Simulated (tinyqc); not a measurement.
Probe couplings from its potential.

Question. One voltage probe p sits between leads L (mu = 1) and R (mu = 0) without magnetic field: mu_p = T_pL/(T_pL + T_pR), T_eff = T_RL + T_pL T_pR/(T_pL + T_pR). Find T_pL and T_pR.

T_RL = 0.44
mu_p = 0.58333333
T_eff = 0.5275

Answer. T_eff - T_RL equals T_pL (1 - mu_p) and also T_pR mu_p.

T_pL = 0.2100
T_pR = 0.1500

tinyqc, about 0.01 s, one thread, Intel Xeon 2.30GHz (shared host): `OMP_NUM_THREADS=1 python tinyqc.py 2700116 2700117 out.jsonl`
